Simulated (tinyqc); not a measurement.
## Composition from the perpendicular lattice constant

Inverse problem. The layer is x parts of the first compound and 1 - x of the second, grown coherently on the third as substrate and barrier. Rows of the table: lattice constant a, average valence level Ea on an absolute scale, spin-orbit splitting so, gaps at Gamma, X and L, hydrostatic deformation potentials av and ac (Gamma), shear potential b, elastic constants, electron and heavy-hole (along z) masses. All are interpolated linearly in x; gaps get -C x (1 - x), taken wholly in the conduction band; real line-ups can differ from this model by 0.1 eV or more. In-plane strain e = (a_substrate - a)/a, e_z = -2 (c12/c11) e, volume change 2 e + e_z. X-ray diffraction gives a_z = a (1 + e_z) of the coherent layer. Find x, e and the relaxed Gamma gap.

Values chosen for this exercise:
```
symbol,value,unit,meaning
CG,0.65,eV,bowing of the Gamma gap
CX,0.2,eV,bowing of the X gap
CL,1.03,eV,bowing of the L gap
```

Binary compounds, values chosen for the exercise:

|  | close to InP | close to GaP | close to GaAs |
|---|---|---|---|
| a (angstrom) | 5.869 | 5.451 | 5.653 |
| Ea (eV) | -7.04 | -7.4 | -6.92 |
| so (eV) | 0.11 | 0.0799 | 0.344 |
| EG (eV) | 1.35 | 2.81 | 1.41 |
| EX (eV) | 2.22 | 2.27 | 1.91 |
| EL (eV) | 1.94 | 2.62 | 1.69 |
| av (eV) | 1.25 | 1.7 | 1.16 |
| ac (eV) | -5.08 | -7.07 | -7.18 |
| b (eV) | -1.72 | -1.82 | -1.71 |
| c11 (GPa) | 99.7 | 142 | 120 |
| c12 (GPa) | 56.8 | 62.3 | 54.6 |
| me (m0) | 0.0807 | 0.128 | 0.0671 |
| mh (m0) | 0.531 | 0.326 | 0.349 |

lattice constant along the growth direction = 5.76831040 angstrom

Solution. a_z changes steadily with x, about (1 + 2 c12/c11) times as fast as the relaxed lattice constant, so one composition matches.

x = 0.6200
e = -1.001 %
relaxed Gamma gap = 1.752 eV

tinyqc, about 0.01 s, one thread, Intel Xeon 2.30GHz (shared host): `OMP_NUM_THREADS=1 python tinyqc.py 2690085 2690086 out.jsonl`
